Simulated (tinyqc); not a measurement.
Donor level screened by free carriers (Yukawa potential): sweeps and comparisons. A value that a table varies takes the place of the one given here.

Potential -(q/(eps r)) exp(-ks r), q = e^2/(4 pi eps0). In units Ry* = Ry m/eps^2 and a* = a0 eps/m the problem is [-Laplacian - 2 exp(-x r)/r] psi = E psi with x = ks a*.

Converged values use 18 functions exp(-z r), z = 1.55^i, i = -11 to 6: S = 2/A^3, H = z_i z_j S - 2/(A + x)^2, A = z_i + z_j.

Screening wave number: Debye ks^2 = 4 pi q n/(eps kB T); Thomas-Fermi ks^2 = 6 pi q n/(eps EF) with EF = c (3 pi^2 n/gv)^(2/3)/m, c = hbar^2/2m0; the two are joined by 1/ks^2 = sqrt(1/ks_D^4 + 1/ks_TF^4). 1e18/cm^3 = 1e-6/angstrom^3, q = e^2/(4 pi eps0).

Constants: e^2/(4 pi eps0) = 14.39964547 eV angstrom; kB = 8.617333262e-05 eV/K; hbar^2/2m0 = 3.80998211 eV angstrom^2; Ry = 13.60569312 eV; a0 (Bohr radius) = 0.5291772105 angstrom.

Inputs chosen for the exercise (near those of a donor in InP, with one mean mass; shifted at random, so the results belong to these values and not to a real crystal):
```
symbol  value                                                   unit         meaning
xs      (0.03, 0.13, 0.26, 0.54, 0.71, 0.9, 1.01)                            values of x
m       0.08                                                    m0           mass
eps     12.6                                                                 dielectric constant
gv      1                                                                    valleys
T       77                                                      K            temperature
nl      (0.00018, 0.00061, 0.0018, 0.0061, 0.018, 0.061, 0.18)  x 1e18/cm^3  densities
n       0.0061                                                  x 1e18/cm^3  free-carrier density
```

## Towards the loss of the bound state

First order (-1 + 2x), one-parameter (minimum of z^2 - 8 z^3/(2z + x)^2) and converged 1s energies in Ry*, and the mean radius in a*; a dash marks an unbound result.

Results:
```
x     first order  trial function  converged   <r>
0.03      -0.9400         -0.9413    -0.9413  1.50
0.13      -0.7400         -0.7634    -0.7635  1.52
0.26      -0.4800         -0.5677    -0.5681  1.58
0.54            -         -0.2567    -0.2607  1.86
0.71            -         -0.1286    -0.1376  2.23
0.90            -         -0.0319    -0.0486  3.15
1.01            -               -    -0.0184  4.56
```

What can be read from the table?

First order loses the state at x = 0.5, the trial function reaches zero energy at x = 1.00, and the exact limit is 1.19. The radius starts at 1.5 a*, grows slowly at first (1.58 at x = 0.26), then steadily, and swells towards the end (4.6 at 1.01), where a single exponential fails: the binding vanishes as the square of the distance from 1.19.

## Binding against carrier density

Ry* = 6.8560 meV
a* = 83.345 angstrom

x from the joined ks; converged 1s binding (dash: x above 1.17, at or past the limit 1.19 where the state unbinds).

Results:
```
n (1e18/cm^3)  EF/kB T  1/ks (angstrom)      x  binding (meV)  n^(1/3) a*
0.00018           0.02           1602.2  0.052           6.17       0.047
0.00061           0.05            870.5  0.096           5.63       0.071
0.0018            0.10            507.2  0.164           4.86       0.101
0.0061            0.23            276.8  0.301           3.52       0.152
0.018             0.47            164.0  0.508           1.98       0.218
0.061             1.06             96.4  0.865           0.42       0.328
0.18              2.19             67.4  1.237              -       0.471
```

How do the results move?

The binding falls from 6.2 to 0.4 meV (bare value 6.9); it passes half the bare value between 0.0061 and 0.018 x 1e18/cm^3. The level is unbound, or bound by less than 0.001 Ry*, from 0.18 x 1e18/cm^3 on; as the density rises, it is lost by the time n^(1/3) a* reaches 0.47. x grows with exponent 0.50 in n at the start and 0.33 at the end (1/2 for Debye, 1/6 for Thomas-Fermi screening). The level survives to n^(1/3) a* = 0.33, past the 0.26 of the Mott rule, which corresponds to x = 1 for one valley with degenerate screening; here the level lasts until x = 1.19, the screening is at most the degenerate value, and overlap of donors is left out.

## What each parameter does

Ry* = Ry m/eps^2, a* = a0 eps/m, x = ks a* with the joined ks; converged binding. Each row changes one parameter from the base and keeps the others.

Results:
```
case                     1/ks (angstrom)      x  binding in Ry*  binding (meV)
base                               276.8  0.301           0.514           3.52
n = 0.00915 x 1e18/cm^3            226.9  0.367           0.433           2.97
T = 137 K                          367.8  0.227           0.615           4.21
m = 0.09 m0                        276.5  0.268           0.557           4.30
eps = 11.6                         265.6  0.289           0.530           4.28
gv = 2                             275.9  0.302           0.513           3.51
```

How do the results move?

The largest shifts from the base row, up to three for each result and ties (the steps differ in size, so this ranks the rows, not the parameters). 1/ks (angstrom): T +91.0, n -49.9, eps -11.2. x: T -0.074, n +0.066, m -0.033. binding in Ry*: T +0.101, n -0.080, m +0.043. binding (meV): m +0.78, eps +0.76, T +0.69.

(tinyqc, `OMP_NUM_THREADS=1 python tinyqc.py 1280643 1280644 out.jsonl`, Intel(R) Xeon(R) Processor @ 2.30GHz, 1 thread, shared host, about 0.01 s.)
